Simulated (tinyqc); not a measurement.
Course in time: spin coating of a resist or spin-on film: centrifugal thinning, evaporation and the final thickness (Emslie and Meyerhofer models). Computed by tinyqc, a small Python program. Command: `OMP_NUM_THREADS=1 python tinyqc.py 3112112 3112113 out.jsonl spincoat walk`. One thread of a shared host (Intel(R) Xeon(R) Processor @ 2.30GHz), about 0.07 s of CPU time with the checks.

A Newtonian film stays uniform over the wafer; solvent and solids have the same density and the concentration is uniform through the thickness.

Inputs (values chosen for the exercise, of the order of those of a polymer resist in an ester solvent):

| quantity | value | unit |
|---|---|---|
| solids volume fraction c0 | 0.29 | - |
| kinematic viscosity of the solvent nu_s | 0.97 | mm^2/s |
| viscosity constant k | 5400 | mm^2/s |
| viscosity exponent gamma | 3 | - |
| spin speed f | 2500 | rpm |
| evaporation rate at 1000 rpm e0 | 0.21 | micrometre/s |
| starting thickness h0 | 300 | micrometre |
| wafer radius R | 150 | mm |
| shrinkage in the bake | 14 | % |

Method:
- omega = 2 pi f/60; nu(c) = nu_s + k c^gamma; evaporation rate e = e0 sqrt(f/1000 rpm).
- Flow constant K = 2 omega^2/(3 nu(c0)); Reynolds number of the air omega R^2/nu_air with nu_air = 15 mm^2/s.
- Meyerhofer estimate: flow rules until (1 - c0) K h^3 = e, then evaporation alone: h_w = (e/((1 - c0) K))^(1/3), dry film c0 h_w.
- Full model for solids s and liquid l per area, h = s + l, c = s/h: ds/dt = -c Q, dl/dt = -(1 - c) Q - e, Q = 2 omega^2 h^3/(3 nu(c)); integrated adaptively (relative tolerance 1e-9) until l = 0.
- Dry film = s at l = 0, before the bake; film after the bake = s x (1 - shrinkage).
- Times are fractions of the time to dry.

omega = 261.799 1/s

evaporation rate e = 0.332039 micrometre/s

dry film = 3607.20 nm

dry film, estimate = 3211.33 nm

History:

| fraction | t (s) | h (micrometre) | c | nu (mm^2/s) | Q/e | s (nm) |
|---|---|---|---|---|---|---|
| 0.003 | 9.2439e-02 | 115.63 | 0.29006 | 132.7 | 1.6028e+03 | 33541 |
| 0.010 | 3.0813e-01 | 66.91 | 0.29031 | 133.1 | 3.0973e+02 | 19425 |
| 0.030 | 9.2439e-01 | 39.29 | 0.29154 | 134.8 | 6.1910e+01 | 11453 |
| 0.100 | 3.0813e+00 | 21.63 | 0.29933 | 145.8 | 9.5571e+00 | 6476 |
| 0.200 | 6.1626e+00 | 15.25 | 0.31711 | 173.2 | 2.8209e+00 | 4837 |
| 0.350 | 1.0785e+01 | 11.31 | 0.35703 | 246.7 | 8.0716e-01 | 4038 |
| 0.500 | 1.5407e+01 | 9.03 | 0.41586 | 389.3 | 2.6061e-01 | 3757 |
| 0.700 | 2.1569e+01 | 6.72 | 0.54084 | 855.3 | 4.8876e-02 | 3636 |
| 0.900 | 2.7732e+01 | 4.63 | 0.77909 | 2554.6 | 5.3579e-03 | 3610 |

Q/e drops below 1 between t = 6.2 and 11 s, when c has risen from 0.29 to about 0.357; after that row the solids fall by a further 11 %. The full model gives 1.12 times the two-stage estimate. Caution: above a Reynolds number of about 3e5 the air flow near the rim turns turbulent, and evaporation is no longer uniform.
